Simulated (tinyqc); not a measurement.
# Resistance of a source-drain extension with a graded tip: effects of single changes

y runs along the channel, the gate covers y > 0. The doping is N0 for y < y0 and N0 10^(-(y - y0)/la) beyond, uniform over the depth xj. Sheet conductance s(y) = q mu(N) max(N - Nch, 0) xj + (for y > 0) ma Cox Vo, with mu(N) = u0 + (u1 - u0)/(1 + (N/Nr)^au) and Cox = eps0 eox/tox. Current is taken as one-dimensional; depletion of the tip, spreading and the contact are left out. The metallurgical junction lies at yj, where N = Nch.

Values chosen for this exercise; mobility law close to that of holes in silicon:
- eox = 22.2 (relative permittivity of the gate insulator (close to hafnium oxide))
- tox = 9.6 nm (insulator thickness)
- N0 = 1.8e20 cm^-3 (active doping of the extension far from the gate)
- la = 4.3 nm/decade (lateral abruptness)
- y0 = -0.2 nm (position under the gate where the fall begins (gate edge at 0))
- xj = 15 nm (depth of the extension)
- Nch = 7.1e17 cm^-3 (channel doping)
- Ls = 21 nm (spacer length)
- Vo = 0.73 V (gate overdrive)
- ma = 52 cm^2/(V s) (mobility of the gate-induced layer)
- u1 = 470.5 cm^2/(V s) (mobility at low doping)
- u0 = 44.9 cm^2/(V s) (mobility at high doping)
- Nr = 2.23e17 cm^-3 (reference doping)
- au = 0.719 (exponent)
- Lg = 45 nm (gate length)

Constants: q = 1.602176634e-19 C, eps0 = 8.8541878128e-14 F/cm where lengths are in cm. Results are converted to the units shown.

Each table varies one quantity; the others keep the values above.

## Abruptness at a fixed junction position

R_spacer = integral of dy/s from -Ls to 0, R_ov from 0 to yj, R_channel = (Lg - 2 yj)/(ma Cox Vo), R_total = 2 R_spacer + 2 R_ov + R_channel. Electrical length L_eff = ma Cox dR_total/d(1/Vo); R_series = R_total - L_eff/(ma Cox Vo). y0 is moved with la so that yj stays at 10.137 nm.

The same in every row: yj (nm) = 10.14; R_channel (ohm um) = 318.1.

Abruptness at a fixed junction position:

| la (nm/decade) | R_spacer (ohm um) | R_ov (ohm um) | R_total (ohm um) | L_eff (nm) | R_series (ohm um) |
|---|---|---|---|---|---|
| 1 | 10.08 | 15.17 | 368.6 | 25.80 | 36.68 |
| 2.3 | 10.08 | 28.79 | 395.9 | 27.16 | 46.38 |
| 3.6 | 10.08 | 42.42 | 423.1 | 28.53 | 56.08 |
| 4.9 | 10.46 | 55.70 | 450.4 | 29.89 | 65.92 |
| 6.1 | 13.24 | 65.90 | 476.4 | 31.09 | 76.40 |
| 7.4 | 19.67 | 74.51 | 506.5 | 32.28 | 91.18 |
| 8.7 | 29.52 | 81.14 | 539.4 | 33.32 | 110.7 |
| 10 | 42.45 | 86.35 | 575.7 | 34.22 | 135.4 |

What does the comparison show, and why?

As la goes from 1 to 10 nm/decade, R_total rises from 369 to 576 ohm um, R_spacer rises from 10.1 to 42.5 ohm um and R_ov rises from 15.2 to 86.3 ohm um. R_total changes on average by 23.0 ohm um for each nm/decade. L_eff exceeds the metallurgical length by 1.08 nm in the first row and 9.50 nm in the last, since the gate also controls the lightly doped tips.

## Effect of the depth of the extension

Same model as above.

The same in every row: yj (nm) = 10.14; R_channel (ohm um) = 318.1.

Result of one run:

| xj (nm) | R_spacer (ohm um) | R_ov (ohm um) | R_total (ohm um) | L_eff (nm) | R_series (ohm um) |
|---|---|---|---|---|---|
| 21 | 7.207 | 43.03 | 418.6 | 28.41 | 53.09 |

What becomes of these results when the depth of the extension xj is changed from 21 to 29 nm, all else the same?

Result of the changed run:

| xj (nm) | R_spacer (ohm um) | R_ov (ohm um) | R_total (ohm um) | L_eff (nm) | R_series (ohm um) |
|---|---|---|---|---|---|
| 29 | 5.219 | 37.01 | 402.6 | 27.69 | 46.26 |

The whole series:

| xj (nm) | R_spacer (ohm um) | R_ov (ohm um) | R_total (ohm um) | L_eff (nm) | R_series (ohm um) |
|---|---|---|---|---|---|
| 4 | 37.83 | 78.40 | 550.6 | 33.54 | 119.1 |
| 5.6 | 27.02 | 71.03 | 514.2 | 32.34 | 98.15 |
| 7.7 | 19.65 | 64.01 | 485.4 | 31.26 | 83.21 |
| 11 | 13.76 | 56.26 | 458.2 | 30.15 | 70.31 |
| 15 | 10.09 | 49.75 | 437.8 | 29.26 | 61.31 |
| 21 | 7.207 | 43.03 | 418.6 | 28.41 | 53.09 |
| 29 | 5.219 | 37.01 | 402.6 | 27.69 | 46.26 |
| 40 | 3.783 | 31.50 | 388.7 | 27.09 | 40.18 |

As xj goes from 4 to 40, R_total falls from 551 to 389 ohm um, L_eff falls from 33.5 to 27.1 nm and R_series falls from 119 to 40.2 ohm um.

tinyqc, about 0.03 s, one thread, Intel Xeon 2.30GHz (shared host): `OMP_NUM_THREADS=1 python tinyqc.py 2282051 2282052 out.jsonl`
